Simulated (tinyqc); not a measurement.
# Two-junction solar cell, detailed-balance limit: several studies

The top cell takes all photons above E1, the bottom cell those between E2 and E1. Each cell follows J = Jsc - J0 (exp(V/Vt) - 1) with J0 = q ge Phi(gap, T)/ERE; light emitted by one cell and absorbed by the other is left out. In series both carry one current; wired apart (four terminals) each works at its own maximum power point. Efficiencies are counted against Pin = fs X sigma Ts^4.

Parameters, values chosen for the exercise: cell temperature T = 320 K; temperature of the black-body sun Ts = 5500 K; share of the hemisphere filled by the sun fs = 2.16e-5; concentration X = 1; external radiative efficiency ERE = 0.3; number of faces that emit ge = 2; gap of the bottom cell E2 = 1.19 eV; gap of the top cell E1 = 1.91 eV.

Constants: q = 1.602176634e-19 C, kB = 1.380649e-23 J/K, h = 6.62607015e-34 J s, c = 299792458 m/s, Vt = kB T/q. Results are converted to the units shown.

Each table varies one quantity; the others keep the values above.

## Effect of the temperature of the black-body sun

Photon flux above E from a black body at temperature T into a hemisphere: Phi(E, T) = A sum_k exp(-k E/th)[E^2 th/k + 2 E th^2/k^2 + 2 th^3/k^3], k = 1, 2, ..., with th = kB T/q in eV and A = 2 pi q^3/(h^3 c^2). J1 = q fs X Phi(E1, Ts), J2 = q fs X [Phi(E2, Ts) - Phi(E1, Ts)], J01 and J02 as above; sigma = 2 pi^5 kB^4/(15 h^3 c^2). In series V(J) = Vt [ln((J1 - J)/J01 + 1) + ln((J2 - J)/J02 + 1)], and J V(J) is largest where V = J Vt [1/(J1 - J + J01) + 1/(J2 - J + J02)]. Apart, each cell has (1 + v) exp(v) = 1 + Jsc/J0 at its maximum power point, v = Vmp/Vt.

Results:
```
Ts (K),J1 (mA/cm^2),J2 (mA/cm^2),series efficiency (%),four-terminal efficiency (%)
4000,2.410,6.942,16.52,25.98
4500,5.244,11.32,22.75,30.49
5000,9.966,16.84,28.64,34.11
5500,17.14,23.43,33.85,36.89
6500,41.13,39.46,39.82,40.42
7000,59.04,48.69,37.35,41.39
7500,81.59,58.62,34.51,41.98
```

Estimate the missing row, Ts = 6000 K.

Computed row:
```
Ts (K),J1 (mA/cm^2),J2 (mA/cm^2),series efficiency (%),four-terminal efficiency (%)
6000,27.35,31.01,38.12,38.96
```

With this row back in the table: As Ts goes from 4000 to 7500 K, the series efficiency goes from 16.5 through a maximum of 39.8 (at Ts = 6500 K among the rows listed) to 34.5 %, and the four-terminal one rises from 26.0 to 42.0 %. Among the rows the two lie closest, 0.60 points apart, at Ts = 6500 K, where J1/J2 = 1.04; the spread over the rows is 23.3 points in series and 16.0 apart. For Ts = 7000 to 7500 K the top cell has surplus current and is radiative, so luminescent coupling, left out here, would help the series cell.

## Effect of the gap of the top cell

Same model as above.

Effect of the gap of the top cell:
```
E1 (eV),J1 (mA/cm^2),J2 (mA/cm^2),series efficiency (%),four-terminal efficiency (%)
1.38,32.944,7.6343,11.734,31.913
1.49,29.002,11.577,18.884,33.847
1.6,25.416,15.163,26.058,35.240
1.72,21.902,18.677,33.600,36.228
1.83,19.032,21.547,35.929,36.729
1.94,16.478,24.100,33.017,36.915
2.05,14.219,26.360,29.938,36.852
2.17,12.063,28.516,26.681,36.567
2.28,10.343,30.236,23.865,36.160
```

As E1 goes from 1.38 to 2.28 eV, the series efficiency goes from 11.7 through a maximum of 35.9 (at E1 = 1.83 eV among the rows listed) to 23.9 %, and the four-terminal one goes from 31.9 through a maximum of 36.9 (at E1 = 1.94 eV among the rows listed) to 36.2 %. Among the rows the two lie closest, 0.80 points apart, at E1 = 1.83 eV, where J1/J2 = 0.883; the spread over the rows is 24.2 points in series and 5.00 apart. Current matching makes the series cell the more sensitive one. For E1 = 1.38 to 1.72 eV the top cell has surplus current and is radiative, so luminescent coupling, left out here, would help the series cell.

## Effect of the gap of the bottom cell

Same model as above.

The same in every row: J1 (mA/cm^2) = 17.14.

Results:
```
E2 (eV),J2 (mA/cm^2),series efficiency (%),four-terminal efficiency (%)
0.5,56.33,24.89,29.35
0.67,48.20,27.12,34.02
0.85,39.26,29.50,36.98
1.02,31.07,31.73,37.80
1.36,16.55,34.21,34.56
1.54,10.18,23.02,30.94
1.71,5.035,12.09,26.80
```

Estimate the missing row, E2 = 1.19 eV.

Computed row:
```
E2 (eV),J2 (mA/cm^2),series efficiency (%),four-terminal efficiency (%)
1.19,23.43,33.85,36.89
```

With this row back in the table: As E2 goes from 0.5 to 1.71 eV, the series efficiency goes from 24.9 through a maximum of 34.2 (at E2 = 1.36 eV among the rows listed) to 12.1 %, and the four-terminal one goes from 29.4 through a maximum of 37.8 (at E2 = 1.02 eV among the rows listed) to 26.8 %. Among the rows the two lie closest, 0.35 points apart, at E2 = 1.36 eV, where J1/J2 = 1.04; the spread over the rows is 22.1 points in series and 11.0 apart. Current matching makes the series cell the more sensitive one. For E2 = 1.54 to 1.71 eV the top cell has surplus current and is radiative, so luminescent coupling, left out here, would help the series cell.

Numbers from tinyqc (`OMP_NUM_THREADS=1 python tinyqc.py 2820027 2820028 out.jsonl`; about 0.01 s on one thread of a shared Intel Xeon 2.30GHz).
